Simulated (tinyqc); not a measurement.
## Ten-year voltage from two stress tests

Question. Lifetimes follow tau = t0 exp(B/Vd). Ten years are 3.15576e8 s. Find B, t0 and the drain voltage for ten years.

lifetimes at Vd = 4 and 4.5 V (s): 6.4e5  24815.4930

Solution. ln(tau) is linear in 1/Vd.

B = 117 V
t0 = 1.27e-7 s
ten-year voltage = 3.30 V

Program tinyqc, `OMP_NUM_THREADS=1 python tinyqc.py 2550013 2550014 out.jsonl`; Intel Xeon 2.30GHz, shared host, one thread, about 0.01 s.
